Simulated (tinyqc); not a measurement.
Transmission spectrum against simple models: phonon transmission through an interface between two chains by Green functions. Computed by tinyqc, a small Python program. Command: `OMP_NUM_THREADS=1 python tinyqc.py 3015238 3015239 out.jsonl agf walk`. One thread of a shared host (Intel(R) Xeon(R) Processor @ 2.30GHz), about 0.01 s of CPU time with the checks.

Two semi-infinite chains (masses m_1, m_2; springs k_1, k_2), motion along the chain. The central region holds the end atom of each chain, joined by springs k_b. lambda = omega^2 in eV/(angstrom^2 u); nu = 15.6333042 THz x sqrt(lambda).

Inputs (values chosen for the exercise, for two model chains):
```
quantity,value,unit
mass m_1,51.7,u
spring k_1,3.89,eV/angstrom^2
mass m_2,69.8,u
spring k_2,3.4,eV/angstrom^2
junction spring k_b,3.52,eV/angstrom^2
probe frequency / lower band top,0.87,-
```

Atoms in the interlayer: none.

Constants: nu for 1 eV/(angstrom^2 u) = 15.6333042 THz.

Method:
- nu_max = 15.6333042 THz x 2 sqrt(k/m); impedance Z = sqrt(k m); long-wave transmission 4 Z_1 Z_2/(Z_1 + Z_2)^2; the probe frequency is the given share of the lower band top.
- In chain i, sin(q_i a/2) = nu/nu_max,i. An outgoing wave makes the next atom move as exp(i q_i a) times the end atom, so the lead adds the self-energy Sigma_i = -k_i exp(i q_i a) to the force-constant matrix; Gamma_i = -2 Im Sigma_i = 2 k_i sin(q_i a).
- A = lambda M - K - Sigma over the central atoms, with K_ii the sum of the springs at i, K_(i,i+1) = -k_b; G = inverse of A; transmission = Gamma_1 Gamma_2 |G_(first,last)|^2.
- Long-wave value 4 Z_1 Z_2/(Z_1 + Z_2)^2. Continuum estimate, with omega = sqrt(lambda): a massless extra compliance c = 1/k_b - 1/(2 k_1) - 1/(2 k_2), tau = long-wave value/[1 + (omega c Z_1 Z_2/(Z_1 + Z_2))^2].

band top of chain 1 = 8.57650 THz

band top of chain 2 = 6.90069 THz

long-wave transmission = 0.998289

Z_1 = 14.1814 sqrt(eV u)/angstrom

Z_2 = 15.4052 sqrt(eV u)/angstrom

Transmission:
```
nu/nu_top,nu (THz),Green function,long-wave value,continuum estimate
0.05,0.3450,0.99827,0.99829,0.99829
0.15,1.0351,0.99810,0.99829,0.99827
0.25,1.7252,0.99773,0.99829,0.99824
0.35,2.4152,0.99705,0.99829,0.99820
0.45,3.1053,0.99588,0.99829,0.99813
0.55,3.7954,0.99379,0.99829,0.99806
0.65,4.4854,0.98982,0.99829,0.99797
0.75,5.1755,0.98124,0.99829,0.99786
0.85,5.8656,0.95810,0.99829,0.99774
0.92,6.3486,0.90702,0.99829,0.99764
0.98,6.7627,0.70432,0.99829,0.99755
```

What follows from these numbers?

The transmission starts at the impedance value 0.998 and vanishes at the lower band top, 6.90 THz, above which chain 2 has no states. It keeps more than half of that value over all rows. The continuum estimate is within 0.05 up to nu/nu_top = 0.85; it leaves out dispersion.
